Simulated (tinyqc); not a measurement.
# Worked calculation: fully depleted semiconductor-on-insulator film with two gates, non-linear Poisson equation by Newton steps

Program tinyqc, `OMP_NUM_THREADS=1 python tinyqc.py 2190019 2190020 out.jsonl`; Intel Xeon 2.30GHz, shared host, one thread, about 0.4 s. Printed values are rounded.

One dimension across the film, front interface at x = 0, back interface at x = ts. psi is counted from the intrinsic level, n = ni exp(psi/Vt) (source grounded), holes neglected, acceptors ionised. Gates act through Cox = eps0 eox/tox and Cbox = 3.9 eps0/tb with potentials G1 = Vg - (phiM - chi - Vt ln(Nc/ni)) and G2 = Vb - (phiB - chi - Vt ln(Nc/ni)). Classical Boltzmann densities, no interface charge, no depletion in the back plane.

Values chosen for this exercise; band and dielectric values close to those of In0.53Ga0.47As:
- T = 350 K (temperature)
- Eg = 0.752 eV (band gap)
- eps_r = 13.6 (relative permittivity)
- Nc = 2.65e17 cm^-3 (conduction-band density of states at T)
- Nv = 9.89e18 cm^-3 (valence-band density of states at T)
- chi = 4.42 eV (electron affinity)
- eox = 3.9 (relative permittivity of the gate insulator (close to silicon dioxide))
- tox = 4.6 nm (insulator thickness)
- ts = 6.4 nm (film thickness)
- tb = 20 nm (buried-oxide thickness (eps_r 3.9))
- Na = 6.1e16 cm^-3 (acceptor density of the film)
- phiM = 4.81 eV (work function of the front gate)
- phiB = 5.12 eV (work function of the back plane)
- Vb = 0 V (back-gate voltage)
- Vg = 1.07 V (front-gate voltage)

Constants: q = 1.602176634e-19 C, kB = 1.380649e-23 J/K, Vt = kB T/q, eps0 = 8.8541878128e-14 F/cm where lengths are in cm. Results are converted to the units shown.

Range of the model: In so thin a film or at such density quantum confinement moves the charge away from the interfaces and raises the threshold.

## Capacitances and gate potentials

ni = sqrt(Nc Nv) exp(-Eg/(2 Vt)), Eg in volts; Cox, Cbox, G1, G2 as defined; Cs = eps0 eps_r/ts; a = eps0 eps_r/h with h = ts/11; coupling ratio of a depleted film Cs Cbox/(Cox (Cs + Cbox)).

ni = 6.23820e12 cm^-3
Cox = 0.750681 uF/cm^2
Cbox = 0.172657 uF/cm^2
Cs = 1.88151 uF/cm^2
a = 20.6967 uF/cm^2
G1 = 1.00142 V
G2 = -0.378584 V
coupling ratio = 0.210668

## Iteration 1: density, residual and Jacobian diagonal

psi at the start, node 0 to 11 (V): [0.1, 0.1, 0.1, 0.1, 0.1, 0.1, 0.1, 0.1, 0.1, 0.1, 0.1, 0.1]

Nodes 0 to 11, h = ts/11, box widths w = h (h/2 at both ends), a = eps0 eps_r/h. F_i = a (psi_(i+1) - 2 psi_i + psi_(i-1)) - q w_i (n_i + Na); F_0 = a (psi_1 - psi_0) + Cox (G1 - psi_0) - q w_0 (n_0 + Na); F_11 = a (psi_10 - psi_11) + Cbox (G2 - psi_11) - q w_11 (n_11 + Na). Diagonal b_i = -2 a - q w_i n_i/Vt, with -a - Cox and -a - Cbox in place of -2 a at the ends.

```
node   n (cm^-3)  residual F (C/cm^2)  diagonal b (F/cm^2)
0     1.71789e14           6.76391e-7          -2.14474e-5
1     1.71789e14         -5.70228e-10          -4.13934e-5
2     1.71789e14         -5.70228e-10          -4.13934e-5
3     1.71789e14         -5.70228e-10          -4.13934e-5
4     1.71789e14         -5.70228e-10          -4.13934e-5
5     1.71789e14         -5.70228e-10          -4.13934e-5
6     1.71789e14         -5.70228e-10          -4.13934e-5
7     1.71789e14         -5.70228e-10          -4.13934e-5
8     1.71789e14         -5.70228e-10          -4.13934e-5
9     1.71789e14         -5.70228e-10          -4.13934e-5
10    1.71789e14         -5.70228e-10          -4.13934e-5
11    1.71789e14          -8.29158e-8          -2.08693e-5
```

## Iteration 1: Newton step

Solve a d_(i-1) + b_i d_i + a d_(i+1) = -F_i for all nodes. Half of the step is added while the largest |d| exceeds 1.5 Vt, the full step after that.

```
node  Newton step d, before damping (V)  psi after iteration 1 (V)
0                              0.654297                   0.427149
1                              0.645349                   0.422674
2                              0.636430                   0.418215
3                              0.627539                   0.413770
4                              0.618679                   0.409339
5                              0.609847                   0.404923
6                              0.601044                   0.400522
7                              0.592270                   0.396135
8                              0.583526                   0.391763
9                              0.574810                   0.387405
10                             0.566124                   0.383062
11                             0.557466                   0.378733
```

## Course of the Newton iteration

Stop when the largest undamped |d| is below 1e-9 V, or after 80 iterations.

Course of the iteration:
```
iteration  largest |F| (C/cm^2)  largest |d| (V)
1                       6.76e-7            0.654
2                       2.97e-7           0.0314
3                       7.67e-9           0.0101
4                      5.25e-10          8.07e-4
5                      6.35e-12          5.53e-6
6                      4.94e-16         3.12e-10
```

Converged in 6 iterations.

## Electron sheet density, centroid and oxide fields

converged psi, node 0 to 11 (V): [0.440137, 0.422850, 0.409038, 0.397433, 0.387340, 0.378336, 0.370147, 0.362587, 0.355521, 0.348853, 0.342509, 0.336432]

n_i = ni exp(psi_i/Vt); N_inv = sum w_i n_i with w = ts/11, halved at the ends; centroid sum w n x/N_inv; fields (G1 - psi_0)/tox and (G2 - psi_11)/tb.

n, node 0 to 11 (cm^-3): [1.35755e19, 7.65305e18, 4.84107e18, 3.29489e18, 2.35779e18, 1.74927e18, 1.33336e18, 1.03772e18, 8.20998e17, 6.58146e17, 5.33294e17, 4.35978e17]
N_inv = 1.82024e12 cm^-2
centroid = 1.50421 nm
field in the front oxide = 1.22017 MV/cm
field in the buried oxide = -0.357508 MV/cm

The centroid lies at 0.24 of the film, near the front interface. A 400-interval mesh gives N_inv = 1.815e12 cm^-2; this mesh is 0.31 % above it.
